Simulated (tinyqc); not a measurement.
Inversion-layer mobility, back-scattering and ballistic limit of a field-effect transistor: one step, computed by the program tinyqc. Command: `OMP_NUM_THREADS=1 python tinyqc.py 3005705 3005706 out.jsonl mos walk`. One thread of a shared host (Intel(R) Xeon(R) Processor @ 2.30GHz), about 0.01 s of CPU time with the checks.

The charge at the top of the source barrier is fixed by the gate; series resistance and short-channel effects are left out. F_j are Fermi integrals normalised to exp(eta) in the classical limit.

Question. Back-scattering. F_j(eta) = (1/Gamma(j + 1)) int_0^infinity x^j/(1 + exp(x - eta)) dx, F_0 = ln(1 + exp(eta)). Integrals over x = E/(k_B T) use 160 Gauss-Legendre points in u = sqrt(x) from 0 to sqrt(max(eta, 0) + 32). Ballistic channel: N_2D = g_v m k_B T/(pi hbar^2), U = e V_D/(k_B T); eta_F solves N_inv = (N_2D/2)[F_0(eta_F) + F_0(eta_F - U)]; v_T = sqrt(2 k_B T/(pi m)); I/W = e (N_2D/2) v_T [F_1/2(eta_F) - F_1/2(eta_F - U)]; injection velocity v_T F_1/2(eta_F)/F_0(eta_F). Mean free path lambda = (2 k_B T/e)(mu/v_T) F_0(eta_0)/F_-1/2(eta_0), with eta_0 from N_inv = N_2D F_0(eta_0); critical length l = L (1 + U)^(-a), an empirical rule; back-scattering r = l/(l + lambda). Then eta solves N_inv = (N_2D/2)[(1 + r) F_0(eta) + (1 - r) F_0(eta - U)] and I/W = e (N_2D/2) v_T (1 - r)[F_1/2(eta) - F_1/2(eta - U)]. Ballistic ratio: I over the ballistic current. Apparent mobility 1/(1/mu + 1/mu_B), mu_B = mu L/lambda.

Inputs (values chosen for the exercise, modelled on a silicon p-channel):
```
quantity,value,unit
transport mass m,0.3,m_0
valley degeneracy g_v,1,-
drain voltage V_D,0.05,V
channel length L,24,nm
exponent a of the critical length,0.68,-
temperature T,300,K
```

Statistics at the top of the barrier: Fermi-Dirac.

inversion density N_inv = 3.978972e+12 1/cm^2

effective mobility mu = 122.1390 cm^2/(V s)

Constants: m_0 = 9.1093837015e-31 kg; k_B = 1.380649e-23 J/K; hbar = 1.054571817e-34 J s; k_B = 8.617333262e-05 eV/K; e = 1.602176634e-19 C.

Give: eta_0; mean free path lambda; critical length l; back-scattering coefficient r; current I/W; ballistic ratio; apparent low-field mobility.

Answer.

eta_0 = 0.88169

mean free path lambda = 8.1031 nm

critical length l = 11.543 nm

back-scattering coefficient r = 0.58755

current I/W = 142.93 microampere/micrometre

ballistic ratio = 0.31616

apparent low-field mobility = 91.310 cm^2/(V s)

L/lambda = 2.96, but at this drain voltage only the first 11.5 nm can return a carrier to the source, so the device works at 32 % of its ballistic limit.
